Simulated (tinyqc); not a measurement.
Warping of the constant-energy contours: six-band Luttinger-Kohn model.

Six-band Luttinger-Kohn model in the basis |3/2,3/2>, |3/2,1/2>, |3/2,-1/2>, |3/2,-3/2>, |1/2,1/2>, |1/2,-1/2>, electron energies, zero at the top of the unstrained valence band. H = -[rows: (P+Q, -S, R, 0, -S/r2, r2 R); (-S*, P-Q, 0, R, -r2 Q, r32 S); (R*, 0, P-Q, S, r32 S*, r2 Q); (0, R*, S*, P+Q, -r2 R*, -S*/r2); (-S*/r2, -r2 Q, r32 S, -r2 R, P+Dso, 0); (r2 R*, r32 S*, r2 Q, -S/r2, 0, P+Dso)], r2 = sqrt(2), r32 = sqrt(3/2). Levels are twofold.

P = c g1 k^2 - av tr(e); Q = c g2 (kx^2 + ky^2 - 2 kz^2) - (b/2)(exx + eyy - 2 ezz); R = c sqrt3 [-g2 (kx^2 - ky^2) + 2i g3 kx ky] + (sqrt3/2) b (exx - eyy) - i d exy; S = 2 c sqrt3 g3 (kx - i ky) kz - d (exz - i eyz); c = hbar^2/2m0, e the strain tensor (not engineering shear).

Constants: hbar^2/2m0 = 3.80998211 eV angstrom^2.

Inputs chosen for the exercise (near those of InP; the results hold for these values, not for the real material): Dso = 0.109 eV (spin-orbit splitting); g1 = 5.08 (Luttinger gamma1); g2 = 1.6 (gamma2); g3 = 2.1 (gamma3); E_h = 20 meV (hole energy below the top).

No strain (e = 0). In the plane kz = 0, |k| where the top and second pairs lie E_h below the top, against the angle from [100]; m = c k^2/E_h.

Contours:
```
angle (degrees)  k top (1/angstrom)  k second (1/angstrom)  m top (m0)  m second (m0)
0                            0.0528                 0.0260       0.532          0.129
9                            0.0540                 0.0259       0.556          0.128
18                           0.0577                 0.0257       0.633          0.125
27                           0.0635                 0.0254       0.769          0.123
45                           0.0742                 0.0251       1.048          0.120
```

Give the missing row, angle (degrees) = 36.

Computed row:
```
angle (degrees)  k top (1/angstrom)  k second (1/angstrom)  m top (m0)  m second (m0)
36                           0.0705                 0.0252       0.946          0.121
```

The heavy contour reaches 1.403 times as far along [110] as along [100], the light one 0.966 times. The warping follows g3 - g2 = 0.50 and would vanish for g2 = g3. Along [100] the heavy mass is 1/(g1 - 2 g2) = 0.532 at any energy, while the light one is 0.1288, against 1/(g1 + 2 g2) = 0.1208 at the edge, for E_h/Dso = 0.18.

(tinyqc, `OMP_NUM_THREADS=1 python tinyqc.py 1080517 1080518 out.jsonl`, Intel(R) Xeon(R) Processor @ 2.30GHz, 1 thread, shared host, about 0.03 s.)
